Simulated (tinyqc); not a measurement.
Polarisation charge from two barrier thicknesses.

Inverse problem. Voff = phiB - dEc - q sigma d/(eps0 eb). Find sigma, phiB - dEc and the thickness at which Voff = 0.

Constants: q = 1.602176634e-19 C, eps0 = 8.8541878128e-14 F/cm where lengths are in cm. Results are converted to the units shown.

Voff at d = 14 and 36 nm (V): -3.8502143  -11.053194
eb = 9.6219000

Solution. Voff is a straight line in d: its slope is -q sigma/(eps0 eb) and its intercept phiB - dEc.

sigma = 1.741e13 cm^-2
phiB - dEc = 0.7335 V
thickness for Voff = 0 = 2.240 nm

Numbers from tinyqc (`OMP_NUM_THREADS=1 python tinyqc.py 2180063 2180064 out.jsonl`; about 0.01 s on one thread of a shared Intel Xeon 2.30GHz).
